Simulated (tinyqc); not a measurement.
Diffused layer (complementary error function), carriers, mobility and sheet resistance with incomplete ionisation: two steps of the calculation.

An n-type layer from the surface x = 0 to the junction xj, N(x) = N0 erfc(x/Ld). Local neutrality (no depletion at surface or junction, no spilling of carriers), intrinsic carriers neglected, Boltzmann statistics.

Inputs (values chosen for the exercise); values close to those of nitrogen in 4H silicon carbide over a p-type background:
```
symbol    value        unit                                 meaning
T           300           K                             temperature
Nb       1.4e14       cm^-3  background doping of the opposite type
N0       7.7e17       cm^-3             peak chemical concentration
m1         38.5  cm^2/(V s)           mobility limit at high doping
m2          941  cm^2/(V s)  mobility limit at low doping, at 300 K
Nr      1.95e17       cm^-3    reference doping of the mobility law
am        0.627                        exponent of the mobility law
bt          1.9                          temperature exponent of m2
Ns       5.2e19       cm^-3       solubility limit of active dopant
NB       1.7e19       cm^-3  conduction-band density of states at T
Ei       0.0595          eV   ionisation energy in the dilute limit
gd            2                      degeneracy factor of the level
ks            0       eV cm              lowering of Ei per N^(1/3)
Ld           91          nm            diffusion length 2 sqrt(D t)
```

Constants: q = 1.602176634e-19 C, kB = 1.380649e-23 J/K, Vt = kB T/q. Results are converted to the units shown.

Task 1. Junction depth and local values. erfc(xj/Ld) = Nb/N0; 15 equal steps from 0 to xj. Active dopant A = min(N, Ns); n solves n (n + Nb)/(A - Nb - n) = K, K = (NB/gd) exp(-E/Vt), E = max(Ei - ks A^(1/3), 0), so n = 2 K (A - Nb)/[Nb + K + sqrt((Nb + K)^2 + 4 K (A - Nb))]; mobility mu = m1 + (m2 (T/300 K)^(-bt) - m1)/(1 + ((A + Nb)/Nr)^am).

Find: xj; x; N; A; n; mu.

Result 1.

xj = 240.85 nm

| point | x (nm) | N (cm^-3) | A (cm^-3) | n (1e17 cm^-3) | mu (cm^2/(V s)) |
|---|---|---|---|---|---|
| 0 | 0.00 | 7.7000e17 | 7.7000e17 | 4.8888 | 306.62 |
| 1 | 16.06 | 6.1827e17 | 6.1827e17 | 4.1533 | 333.25 |
| 2 | 32.11 | 4.7565e17 | 4.7565e17 | 3.3977 | 366.75 |
| 3 | 48.17 | 3.4965e17 | 3.4965e17 | 2.6619 | 408.00 |
| 4 | 64.23 | 2.4502e17 | 2.4502e17 | 1.9853 | 457.42 |
| 5 | 80.28 | 1.6336e17 | 1.6336e17 | 1.4012 | 514.65 |
| 6 | 96.34 | 1.0344e17 | 1.0344e17 | 0.9310 | 578.09 |
| 7 | 112.40 | 6.2125e16 | 6.2125e16 | 0.5802 | 644.69 |
| 8 | 128.45 | 3.5346e16 | 3.5346e16 | 0.3385 | 710.21 |
| 9 | 144.51 | 1.9031e16 | 1.9031e16 | 0.1849 | 770.13 |
| 10 | 160.57 | 9.6891e15 | 9.6891e15 | 0.0944 | 820.82 |
| 11 | 176.62 | 4.6610e15 | 4.6610e15 | 0.0450 | 860.43 |
| 12 | 192.68 | 2.1172e15 | 2.1172e15 | 0.0197 | 889.05 |
| 13 | 208.74 | 9.0769e14 | 9.0769e14 | 0.0077 | 908.18 |
| 14 | 224.79 | 3.6710e14 | 3.6710e14 | 0.0023 | 919.89 |
| 15 | 240.85 | 1.4000e14 | 1.4000e14 | 0.0000 | 926.35 |

At the point of highest doping 63.5 % of the net active dopant gives free carriers. The mobility runs from 307 to 926 cm^2/(V s).

Task 2. Sheet quantities by the trapezoid rule. Dose = integral of N, carrier sheet density = integral of n, 1/Rs = q integral of n mu, mean mobility 1/(q Rs sheet density), Hall mobility (unit Hall factor) = integral of n mu^2 over integral of n mu, Hall sheet density = (integral of n mu)^2/integral of n mu^2; all from 0 to xj.

| point | x (nm) | N (cm^-3) | n (1e17 cm^-3) | mu (cm^2/(V s)) |
|---|---|---|---|---|
| 0 | 0.00000 | 7.7e17 | 4.8888284 | 306.61687 |
| 1 | 16.05676 | 6.1826917e17 | 4.1532908 | 333.24673 |
| 2 | 32.11352 | 4.7565216e17 | 3.3977499 | 366.75353 |
| 3 | 48.17027 | 3.4965340e17 | 2.6619213 | 407.99728 |
| 4 | 64.22703 | 2.4502284e17 | 1.9852861 | 457.42045 |
| 5 | 80.28379 | 1.6335558e17 | 1.4011832 | 514.65306 |
| 6 | 96.34055 | 1.0344075e17 | 0.9309890 | 578.09339 |
| 7 | 112.39730 | 6.2124822e16 | 0.5801907 | 644.68956 |
| 8 | 128.45406 | 3.5345663e16 | 0.3385319 | 710.21146 |
| 9 | 144.51082 | 1.9031214e16 | 0.1848652 | 770.13150 |
| 10 | 160.56758 | 9.6891380e15 | 0.0944279 | 820.81815 |
| 11 | 176.62434 | 4.6609729e15 | 0.0449647 | 860.42946 |
| 12 | 192.68109 | 2.1172475e15 | 0.0197235 | 889.05488 |
| 13 | 208.73785 | 9.0769443e14 | 0.0076688 | 908.17590 |
| 14 | 224.79461 | 3.6709824e14 | 0.0022700 | 919.89375 |
| 15 | 240.85137 | 1.4e14 | 0.0000000 | 926.34939 |

Find: dose; carrier sheet density; Rs; mean mobility; Hall mobility; Hall sheet density.

Result 2.

dose = 3.974e12 cm^-2
carrier sheet density = 2.930e12 cm^-2
Rs = 5160 ohm/square
mean mobility = 412.8 cm^2/(V s)
Hall mobility = 442.2 cm^2/(V s)
Hall sheet density = 2.735e12 cm^-2

Carriers make up 73.7 % of the dose. A Hall measurement weights the mobile tail, so its sheet density is 6.6 % below the true one.

Numbers from tinyqc (`OMP_NUM_THREADS=1 python tinyqc.py 2110097 2110098 out.jsonl`; about 0.01 s on one thread of a shared Intel Xeon 2.30GHz).
